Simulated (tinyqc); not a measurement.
From results back to parameters: free-carrier optics of a doped semiconductor (Drude model with one polar phonon). Four cases, with inputs chosen for the exercise.

Problem. The upper coupled mode solves E^4 - (wL^2 + Ep^2) E^2 + Ep^2 wT^2 = 0 with wL = wT sqrt(es/ei); N is hidden.

eps(E) = ei [1 - Ep^2/(E^2 + i E Gam)] + (es - ei) wT^2/(wT^2 - E^2 - i E gT), with Ep^2 = 8 pi c (e^2/(4 pi eps0)) N/(m ei), c = hbar^2/2m0, N in 1/angstrom^3 (1e-24 per 1/cm^3); Gam = hbar/tau, tau = mu m m0/e with m0/e = 5.685630e-12 kg/C and mu in m^2/(V s). Energies in meV.

Constants: hbar^2/2m0 = 3.80998211 eV angstrom^2; e^2/(4 pi eps0) = 14.39964547 eV angstrom.

Case 1.

Values chosen (mass and dielectric values near those of GaN; N and mu are free inputs; interband absorption and the rise of the mass with filling are left out; shifted at random, so the results belong to these values and not to a real crystal): m = 0.214 m0 (conductivity mass); ei = 5.5 (high-frequency dielectric constant); wT = 68.7 meV (TO phonon); es = 9.81 (static dielectric constant).

L+ = 137.7695 meV

Case 2.

Values chosen (mass and dielectric values near those of InP; N and mu are free inputs; interband absorption and the rise of the mass with filling are left out; shifted at random, so the results belong to these values and not to a real crystal): m = 0.0817 m0 (conductivity mass); ei = 9.7 (high-frequency dielectric constant); wT = 38.1 meV (TO phonon); es = 12.72 (static dielectric constant).

L+ = 46.7278 meV

Case 3.

Values chosen (mass and dielectric values near those of InAs; N and mu are free inputs; interband absorption and the rise of the mass with filling are left out; shifted at random, so the results belong to these values and not to a real crystal): m = 0.029 m0 (conductivity mass); ei = 12.64 (high-frequency dielectric constant); wT = 27.5 meV (TO phonon); es = 15.62 (static dielectric constant).

L+ = 35.6212 meV

Case 4.

Values chosen (mass and dielectric values near those of GaAs; N and mu are free inputs; interband absorption and the rise of the mass with filling are left out; shifted at random, so the results belong to these values and not to a real crystal): m = 0.0745 m0 (conductivity mass); ei = 10.62 (high-frequency dielectric constant); wT = 33.3 meV (TO phonon); es = 12.41 (static dielectric constant).

L+ = 87.8185 meV

Find: Ep; N; L-.

Solution. Ep^2 = L+^2 (L+^2 - wL^2)/(L+^2 - wT^2); the product of the roots gives L- = Ep wT/L+.

Case 1.

Ep = 118.57 meV
N = 1.20e+19 1/cm^3
L- = 59.12 meV

Case 2.

Ep = 28.90 meV
N = 4.80e+17 1/cm^3
L- = 23.56 meV

Case 3.

Ep = 28.77 meV
N = 2.20e+17 1/cm^3
L- = 22.21 meV

Case 4.

Ep = 86.57 meV
N = 4.30e+18 1/cm^3
L- = 32.83 meV

Computed by tinyqc, one run a case: `OMP_NUM_THREADS=1 python tinyqc.py N N+1 out.jsonl` with N = 1681921, 1681972, 1682004, 1682008; one thread of a shared Intel(R) Xeon(R) Processor @ 2.30GHz, about 0.01 s a run at most.
